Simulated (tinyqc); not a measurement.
# Changing the width sigma of the defect charge

Model: finite-size error of a charged defect in a periodic cell: Madelung and Makov-Payne terms. Computed by tinyqc, a small Python program. Command: `OMP_NUM_THREADS=1 python tinyqc.py 3007718 3007719 out.jsonl imagecharge sweep`. One thread of a shared host (Intel(R) Xeon(R) Processor @ 2.30GHz), about 0.08 s of CPU time with the checks.

L is the cube root of the cell volume. The defect charge is a Gaussian, rho(r) = q (2 pi sigma^2)^(-3/2) exp(-r^2/2 sigma^2), repeated periodically in a uniform neutralising background and screened by a continuum. The model cell energy is E(L) = E_0 + [periodic - isolated electrostatic energy].

Inputs (values chosen for the exercise, with screening close to that of InP):
```
quantity                                     value      unit
charge q                                         2         e
cell length L                                 14.5  angstrom
dielectric constant eps                       12.7         -
formation energy of the isolated defect E_0  1.177        eV
```

Supercell lattice: sc. Screening: isotropic.

Constants: e^2/(4 pi eps_0) = 14.39964548 eV angstrom.

Method:
- Cell vectors: (1,0,0), (0,1,0), (0,0,1), scaled to volume L^3.
- Ewald sum for a unit point charge: scale each Cartesian component of the cell by 1/sqrt(eps_i), giving R', G' and V'; E = [ (1/2) sum erfc(eta R')/R' + (2 pi/V') sum exp(-G'^2/4 eta^2)/G'^2 - eta/sqrt(pi) - pi/(2 V' eta^2) ] e^2/(4 pi eps_0) / sqrt(eps_x eps_y eps_z), over n_i = -6..6, omitting n = (0,0,0), eta = 2/V'^(1/3). alpha = -2 E eps_g L/(e^2/(4 pi eps_0)), eps_g = (eps_x eps_y eps_z)^(1/3).
- Periodic energy of the Gaussian: (2 pi q^2/V) sum_(G != 0) exp(-sigma^2 G^2)/(G.eps.G) x e^2/(4 pi eps_0), n_i = -k..k with k = max(9, L/sigma rounded up). Isolated energy: q^2/(2 sqrt(pi) sigma) <1/(n.eps.n)> e^2/(4 pi eps_0), the mean over directions n, here 1/eps.

One run for each value; columns: (1) width sigma of the defect charge (angstrom); (2) finite-size error (eV); (3) isolated energy (eV); (4) point-charge correction -q^2 E (eV):
```
(1)       (2)    (3)     (4)
0.70  -0.4391  1.828  0.4437
0.88  -0.4365  1.454  0.4437
1.10  -0.4324  1.163  0.4437
1.40  -0.4254  0.914  0.4437
1.80  -0.4134  0.711  0.4437
2.20  -0.3985  0.582  0.4437
2.80  -0.3707  0.457  0.4437
3.50  -0.3325  0.366  0.4437
```

Over the rows, finite-size error (eV) rises from -0.439 to -0.332 (exponent d ln y / d ln x -0.027 between the first rows and -0.49 between the last); isolated energy (eV) falls from 1.83 to 0.366 (exponent d ln y / d ln x about -1.0 throughout); point-charge correction -q^2 E (eV) does not change. The exponent of isolated energy stays at -1: the self-energy goes as 1/sigma. The true error shrinks from 99 % to 75 % of the point-charge term as the charge spreads: a delocalised charge needs less correction.

Caution (rows 3.50): the nearest image is closer than five widths, so the tails of the charge clouds overlap and the expansion in 1/L is no longer exact.
